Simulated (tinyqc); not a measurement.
Strain-driven crossing of the Gamma and L valleys in a germanium-like crystal: one step. The strain tensor for a biaxial (001) load. Two cases, with inputs chosen for the exercise.

Question. Form the tensor and its trace.

Biaxial loads: e0 is the in-plane strain e_par and the normal is free. (001): e_perp = -2 (C12/C11) e_par; exx = eyy = e_par, ezz = e_perp, no shear. (111): e_perp = -(2 C11 + 4 C12 - 4 C44)/(C11 + 2 C12 + 4 C44) e_par; exx = eyy = ezz = (2 e_par + e_perp)/3 and exy = eyz = ezx = (e_perp - e_par)/3. (110): e_perp = -(C11 + 3 C12 - 2 C44)/(C11 + C12 + 2 C44) e_par; exx = eyy = (e_par + e_perp)/2, ezz = e_par, exy = (e_perp - e_par)/2, eyz = ezx = 0. Uniaxial loads: a stress along n, scaled so that n.e.n = e0, with exx = s11 sxx + s12 (syy + szz), exy = s44 sxy/2, s11 = (C11 + C12)/((C11 - C12)(C11 + 2 C12)), s12 = -C12/((C11 - C12)(C11 + 2 C12)), s44 = 1/C44.

Case 1.

Values chosen (near those of Ge, gaps at low temperature; the results hold for these values, not for the real material): C11 = 127.5 GPa; C12 = 48.2 GPa; C44 = 68 GPa; load = biaxial (001) (kind of strain); e0 = 0.0147 (size of the strain).

Case 2.

Values chosen (near those of Ge, gaps at low temperature; the results hold for these values, not for the real material): C11 = 130.3 GPa; C12 = 49.1 GPa; C44 = 67.8 GPa; load = biaxial (001) (kind of strain); e0 = 0.0066 (size of the strain).

Give: strain tensor in the cubic axes; tr(e).

Answer.

Case 1.

strain tensor in the cubic axes:
```
          x         y          z
x  0.014700  0.000000   0.000000
y  0.000000  0.014700   0.000000
z  0.000000  0.000000  -0.011114
```

tr(e) = 0.018286

Case 2.

strain tensor in the cubic axes:
```
          x         y          z
x  0.006600  0.000000   0.000000
y  0.000000  0.006600   0.000000
z  0.000000  0.000000  -0.004974
```

tr(e) = 0.008226

Computed by tinyqc, one run a case: `OMP_NUM_THREADS=1 python tinyqc.py N N+1 out.jsonl` with N = 1050747, 1051121; one thread of a shared Intel(R) Xeon(R) Processor @ 2.30GHz, about 0.01 s a run at most.
